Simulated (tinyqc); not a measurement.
Inside a calculation. Model: a double barrier with mass mismatch, transfer matrices.

tinyqc, about 0.01 s, one thread, Intel Xeon 2.30GHz (shared host): `OMP_NUM_THREADS=1 python tinyqc.py 2560118 2560119 out.jsonl` Printed values are rounded.

One electron of energy E comes from the left lead (band edge 0); no transverse momentum. Parabolic bands, masses in units of m0, C = hbar^2/(2 m0); psi and psi'/m are continuous at every interface. Barrier d1, well Lw, barrier d2; the right lead equals the left one.

Parameters, values chosen for the exercise; masses and offsets of a made-up heterostructure:
- mL = 0.032 m0 (mass in the left lead)
- U1 = 1.6 eV (barrier height)
- m1 = 0.16 m0 (barrier mass)
- d1 = 0.9 nm (width of the first barrier)
- Lw = 2.7 nm (well width (edge 0, mass mL))
- d2 = 1.1 nm (width of the second barrier)
- E = 0.388 eV (electron energy)

Constants: q = 1.602176634e-19 C, hbar = 1.054571817e-34 J s, m0 = 9.1093837015e-31 kg, hbar^2/(2 m0) = 0.0380998212 eV nm^2. Results are converted to the units shown.

Range of the model: Masses are held fixed, although real bands cease to be parabolic a few tenths of an eV from their edges (inside a barrier too).

## Wave numbers

k = sqrt(m (E - U)/C) where E > U, K = sqrt(m (U - E)/C) where E < U; v = k/m in the leads.

Layers:
```
   U (eV)  m (m0)  d (nm)  k or K (1/nm)  which
1     1.6    0.16     0.9        2.25606      K
2       0   0.032     2.7       0.570860      k
3     1.6    0.16     1.1        2.25606      K
```

vL = 17.8394 1/nm
vR = 17.8394 1/nm

## Matrices of the layers

For the pair (psi, psi'/m) a flat layer has M = [[cos kd, (m/k) sin kd], [-(k/m) sin kd, cos kd]] with k = sqrt(m (E - U)/C) above its edge U, and M = [[cosh Kd, (m/K) sinh Kd], [(K/m) sinh Kd, cosh Kd]] with K = sqrt(m (U - E)/C) below it. M12 is in nm, M21 in 1/nm.

M of layer 1:
```
         1         2
1  3.87440  0.265463
2  52.7793   3.87440
```

M of layer 2:
```
           1          2
1  0.0294709  0.0560315
2   -17.8316  0.0294709
```

M of layer 3:
```
         1         2
1  6.02236  0.421178
2  83.7386   6.02236
```

## Product of the matrices

The matrix of the later layer stands to the left: M = M_n ... M_2 M_1; det M = 1.

M:
```
          1          2
1  -9.94512  -0.591113
2  -149.496   -8.98624
```

## Transmission and reflection

The matrix M carries (psi, psi'/m) across the stack, and v = k/m in each lead. psi = 1 + r at the left edge (incident amplitude 1) and t at the right edge. With det M = 1, a = i vR M11 - M21 and b = -vL vR M12 - i vL M22: t = 2 i vL/(a - b), r = -(a + b)/(a - b), T(E) = (vR/vL) |t|^2, R(E) = |r|^2.

t = -0.104281-0.011925i
r = 0.062848-0.992488i
T(E) = 0.0110167
R(E) = 0.988983

T(E) + R(E) = 1: the current is conserved.
